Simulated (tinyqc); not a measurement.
# Rigid-ion and shell models of the dielectric response of an ionic crystal, step by step

A worked calculation. Computed by tinyqc, a small Python program that keeps every step. Command: `OMP_NUM_THREADS=1 python tinyqc.py 3017731 3017732 out.jsonl shell walk`. One thread of a shared host (Intel(R) Xeon(R) Processor @ 2.30GHz), about 0.01 s of CPU time with the checks. Intermediate numbers are printed to about 6 digits and carried at full precision; extremes and crossings named in words are read from the listed rows.

Charges +Z and -Z; 4 nearest neighbours, Madelung constant M = 1.638055, volume per ion pair Omega = 3.079201 d^3. Energy per pair U = -M Z^2 e2/d + 4 A exp(-d/rho), e2 = e^2/(4 pi eps_0). In the shell model the anion is a core of charge Y - Z and a massless shell of charge -Y, joined by the spring k; the repulsion acts on the shell. Each ion feels the Lorentz field E + (4 pi/3) P (Gaussian units).

Inputs (values chosen for the exercise, for a model crystal):
```
quantity                        value           unit
nearest-neighbour distance d     2.49       angstrom
ionic charge Z                      2              e
hardness d/rho                   7.98              -
cation mass                       121              u
anion mass                     14.007              u
shell charge size Y              3.24              e
core-shell spring k              81.1  eV/angstrom^2
cation polarisability alpha_+   0.037     angstrom^3
film thickness t                   11             nm
```

Structure: zinc blende.

Constants: e^2/(4 pi eps_0) = 14.39964548 eV angstrom; 1 eV/angstrom^3 = 160.2176634 GPa; nu for 1 eV/(angstrom^2 u) = 15.6333042 THz; 1 THz = 33.35640952 1/cm; eps_0 = 8.8541878128e-12 F/m; h x 1 THz = 4.135667696 meV.

## Equilibrium, bulk modulus and repulsive spring

Zero pressure fixes 4 A exp(-d/rho) = M Z^2 e2 rho/d^2. Then U = -(M Z^2 e2/d)(1 - rho/d), B = M Z^2 e2 (d/rho - 2)/(9 Omega d), and the spring of one sublattice against the other is R = (1/3) x (Laplacian of the repulsion summed over neighbours) = M Z^2 e2 (d/rho - 2)/(3 d^3), so R = 3 B Omega/d^2.

volume Omega = 47.5375 angstrom^3

lattice energy U = -33.1431 eV/pair

bulk modulus B = 84.8543 GPa

repulsive spring R = 12.1821 eV/angstrom^2

## Rigid ions

With C = 4 pi Z^2 e2/(3 Omega): mu lambda_TO = R - C, mu lambda_LO = R + 2 C; eps_inf = 1 and eps_s = lambda_LO/lambda_TO. lambda in eV/(angstrom^2 u) gives the wavenumber 15.6333042 x 33.35640952 x sqrt(lambda); mu is the reduced mass.

Coulomb spring C = 5.07533 eV/angstrom^2

omega_TO, rigid ions = 392.355 1/cm

omega_LO, rigid ions = 695.527 1/cm

eps_s, rigid ions = 3.14246

## Shell model: electronic response

Eliminating the shell gives the anion polarisability alpha_- = Y^2 e2/(k + R), the Szigeti charge Z_S = Z - Y R/(k + R) and the softened spring R' = k R/(k + R). With b = 4 pi (alpha_+ + alpha_-)/(3 Omega): eps_inf = (1 + 2b)/(1 - b) (Clausius-Mossotti); Born charge Z* = Z_S (eps_inf + 2)/3.

anion polarisability alpha_- = 1.62048 angstrom^3

Szigeti charge Z_S = 1.57687 e

softened spring R' = 10.5912 eV/angstrom^2

b = 0.146050

eps_inf = 1.51308

Born charge Z* = 1.84657 e

Overlap pushes the shell back and lowers the effective charge to 79 % of Z; the local field then raises the Born charge to 92 % of Z.

## Shell model: lattice response

mu lambda_TO = R' - (4 pi e2/(3 Omega)) Z_S^2/(1 - b); mu lambda_LO = mu lambda_TO + 4 pi e2 Z*^2/(eps_inf Omega); eps_s = eps_inf lambda_LO/lambda_TO.

mu lambda_TO = 6.89660 eV/angstrom^2

omega_TO = 386.510 1/cm

omega_LO = 578.967 1/cm

eps_s = 3.39509

share of R' left after the dipole term = 0.651164

The dipole field cancels 35 % of the short-range spring.

## As a gate dielectric

Capacitance per area eps_0 eps_s/t; equivalent oxide thickness EOT = t x 3.9/eps_s; the surface optical mode against silicon (eps = 11.7) lies at omega_TO sqrt[(eps_s + 11.7)/(eps_inf + 11.7)], and its squared coupling to channel electrons scales as g = hbar omega_SO [1/(11.7 + eps_inf) - 1/(11.7 + eps_s)], with hbar omega = h c x wavenumber.

capacitance per area = 2.73279 fF/micrometre^2

equivalent oxide thickness = 12.6359 nm

surface optical mode = 413.120 1/cm

remote-phonon coupling g = 0.483306 meV

## From rigid to soft shells

The formulas are those given above.

Response against the core-shell spring:
```
k (eV/angstrom^2)  eps_inf      Z_S       Z*  omega_TO (1/cm)  omega_LO (1/cm)    eps_s
65                 1.64005  1.48861  1.80621          385.139          558.882  3.45352
81                 1.51372  1.57642  1.84636          386.503          578.861  3.39537
110                1.37943  1.67696  1.88905          387.948          603.165  3.33445
150                1.28008  1.75663  1.92063          389.013          623.650  3.28997
210                1.20242  1.82235  1.94532          389.844          641.464  3.25553
320                1.13597  1.88118  1.96644          390.553          658.186  3.22629
650                1.07180  1.94039  1.98684          391.237          675.832  3.19826
2400               1.02658  1.98364  2.00121          391.718          689.281  3.17862
```

From the stiffest to the softest shell eps_inf rises from 1.03 to 1.64 and Z_S falls from 1.98 to 1.49; omega_LO moves by -19 % and omega_TO by -1.7 %. Screening by eps_inf cuts the LO frequency, which rigid ions overstate (rigid ions: 696 per cm); eps_s goes from 3.18 to 3.45.

Checks made by the program: TO spring by direct elimination of the shell from the 2 x 2 energy matrix (relative difference below 1e-10); Szigeti's relation mu lambda_TO (eps_s + 2)/(eps_inf + 2) = R' (relative difference below 1e-10).
